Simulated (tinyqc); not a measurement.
Dopants and charged point defects at anneal temperature: Fermi-level effect, clustering and pairing: one step, computed by the program tinyqc.

Boltzmann statistics and full ionisation of active dopants. Energies are counted from the valence band; the defect (a vacancy or self-interstitial) has five charge states, with all degeneracy factors one.

Problem. Carrier density and Fermi level. n = A/2 + sqrt(A^2/4 + n_i^2) for an active density A. chi = n/n_i (for acceptors n_i/p); E_F = E_i + k_B T ln chi; field enhancement h = 1 + A/sqrt(A^2 + 4 n_i^2).

Inputs (values chosen for the exercise, with bands modelled on germanium): anneal temperature T = 940 K.

Dopant: donor. Second part: clustering of the dopant.

active density A = 5.680123e+18 cm^-3

n_i = 3.644597e+18 cm^-3

E_i = 0.1599798 eV

k_B T = 0.08100293 eV

Give: n; chi; E_F; field enhancement h.

Solution.

n = 7.461e+18 cm^-3

chi = 2.047

E_F = 0.2180 eV

field enhancement h = 1.615

The doping is 1.56 n_i: extrinsic conditions.
